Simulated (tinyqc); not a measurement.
A square-lattice strip 3 sites wide in a magnetic flux, recursive Green functions: effect of the strength of the potential.

The device has N = 3 slices of 3 site(s), nearest-neighbour hopping -t, and site energies U; the leads are semi-infinite continuations with site energy 0 and no flux. The hopping from slice i to i + 1 inside the device carries the phase exp(2 pi i f j) on row j = 1, 2, ...: V = <i+1|H|i> = -t diag(exp(2 pi i f j)).

Transverse modes n = 1..3: chi_n(j) = sqrt(2/4) sin(pi n j/4), energy e_n = -2 t cos(pi n/4). Sigma = t^2 sum_n chi_n chi_n^T g(E - e_n), g(x) = (x - i sqrt(4 t^2 - x^2))/(2 t^2) for |x| < 2 t and (x - sign(x) sqrt(x^2 - 4 t^2))/(2 t^2) otherwise; Gamma = i (Sigma - Sigma^dagger); both leads give the same. Forward pass: g_1 = (E - H_1 - Sigma)^(-1), g_i = (E - H_i - V g_(i-1) V^dagger)^(-1), with Sigma also subtracted on the last slice; G_(i,1) = g_i V G_(i-1,1), starting from g_1. H_i is the block of slice i: its site energies on the diagonal and -t between neighbouring rows. T(E) = Tr[Gamma G_(N,1) Gamma G_(N,1)^dagger]. All U are multiplied by the factor sc.

Parameters, values chosen for the exercise: hopping (matrix element -t) t = 1 eV; site energies, slice by slice (3 a slice) U = [0.22, -0.28, 0.32, -0.53, -0.42, 0.16, -0.2, 0.73, -0.29] eV; energy E = 0.82 eV; magnetic flux through each plaquette inside the device f = 0.45 h/q.

Result of one run:
```
T(E),"reflection, modes - T(E)"
1.220,0.7797
```

Which scale factor of the potential sc gave this result: 0.75, 1.12, 1.5, 2.25 or 2.62?

sc = 0.75.

The whole series:
```
sc,T(E),"reflection, modes - T(E)"
0,1.321,0.6788
0.38,1.276,0.7237
0.75,1.220,0.7797
1.12,1.153,0.8466
1.5,1.075,0.9252
1.88,0.9878,1.012
2.25,0.8986,1.101
2.62,0.8104,1.190
3,0.7282,1.272
```

T(E) falls from 1.32 to 0.728. At sc = 0 the flux alone reflects 0.679 of the 2 open mode(s).

Computed by the program tinyqc: `OMP_NUM_THREADS=1 python tinyqc.py 2660024 2660025 out.jsonl`, one thread of a shared Intel Xeon 2.30GHz, about 0.01 s for the whole run.
